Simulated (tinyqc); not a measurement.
Inside a calculation. Model: thermoelectric coefficients of a parabolic band, Landauer integrals.

Numbers from tinyqc (`OMP_NUM_THREADS=1 python tinyqc.py 2800017 2800018 out.jsonl`; about 0.03 s on one thread of a shared Intel Xeon 2.30GHz). Printed values are rounded.

Bulk parabolic band, x = (E - Ec)/kB T, C = hbar^2/(2 m0), kB T in eV. Modes per area gv m kB T x/(4 pi C) times the back-scattering length l0 x^rr give the transport function s0 X(x), s0 = (2 q^2/h) gv m kB T l0/(4 pi C), X = x^(1 + rr). I_k = int X (x - eta)^k w dx, w = 1/(4 cosh^2((x - eta)/2)).

Inputs (values chosen for the exercise):
```
symbol,value,unit,meaning
T,300,K,temperature
m,0.072,m0,mass of one valley
gv,4,,valleys
l0,2.6,nm,back-scattering length at x = 1
rr,0,,energy exponent of that length
kL,1.6,W/(m K),lattice thermal conductivity
eta,2.9,,reduced Fermi level (EF - Ec)/kB T
xa,0,,lower end of the grid
xe,13,,upper end of the grid
nE,17,,points of the grid
```

Constants: q = 1.602176634e-19 C, kB = 1.380649e-23 J/K, hbar = 1.054571817e-34 J s, h = 6.62607015e-34 J s, m0 = 9.1093837015e-31 kg, Vt = kB T/q, hbar^2/(2 m0) = 0.0380998212 eV nm^2. Results are converted to the units shown.

Range of the model: Parabolic bands, elastic scattering and a fixed kL make these model figures, not those of a material.

## The three integrals on a coarse grid

Simpson's rule on nE equally spaced points from xa to xe.

| point | x | X | w | X w |
|---|---|---|---|---|
| 0 | 0.0000 | 0 | 0.0494336 | 0 |
| 1 | 0.8125 | 0.8125 | 0.0981477 | 0.0797450 |
| 2 | 1.6250 | 1.625 | 0.170703 | 0.277392 |
| 3 | 2.4375 | 2.43750 | 0.237093 | 0.577915 |
| 4 | 3.2500 | 3.25 | 0.242497 | 0.788117 |
| 5 | 4.0625 | 4.06250 | 0.181468 | 0.737213 |
| 6 | 4.8750 | 4.875 | 0.107005 | 0.521648 |
| 7 | 5.6875 | 5.68750 | 0.0546390 | 0.310759 |
| 8 | 6.5000 | 6.5 | 0.0258896 | 0.168282 |
| 9 | 7.3125 | 7.31250 | 0.0118361 | 0.0865512 |
| 10 | 8.1250 | 8.125 | 0.00532293 | 0.0432488 |
| 11 | 8.9375 | 8.93750 | 0.00237616 | 0.0212369 |
| 12 | 9.7500 | 9.75 | 0.00105721 | 0.0103078 |
| 13 | 10.5625 | 10.5625 | 4.69689e-4 | 0.00496109 |
| 14 | 11.3750 | 11.3750 | 2.08532e-4 | 0.00237205 |
| 15 | 12.1875 | 12.1875 | 9.25571e-5 | 0.00112804 |
| 16 | 13.0000 | 13 | 4.10762e-5 | 5.33990e-4 |

I_0, I_1, I_2 on this grid: [2.95244, 3.01917, 10.8794]

Converged values are 2.9536, 3.0260 and 10.949; the grid is 0.038 % below the first and 0.63 % below the last.

## Coefficients of the electrons

converged I_0, I_1, I_2: [2.95356, 3.02597, 10.9487]

sigma = s0 I_0, S = -(kB/q) I_1/I_0, Lorenz number L = (kB/q)^2 [I_2/I_0 - (I_1/I_0)^2], kappa_e = L sigma T.

s0 = 31.3272 S/cm
sigma = 92.5269 S/cm
S = -88.2858 uV/K
L = 1.97328 x 1e-8 V^2/K^2
kappa_e = 0.0547744 W/(m K)

L is 19 % below the Sommerfeld value (pi^2/3)(kB/q)^2 = 2.443e-8 V^2/K^2. The Mott formula -(pi^2/3)(kB/q)(1 + rr)/eta gives -97.8 uV/K, 11 % above S in size.

## Power factor and figure of merit

Power factor S^2 sigma, ZT = S^2 sigma T/(kappa_e + kL).

power factor = 0.0721191 mW/(m K^2)
ZT = 0.0130747
electronic share of kappa = 3.31008 %
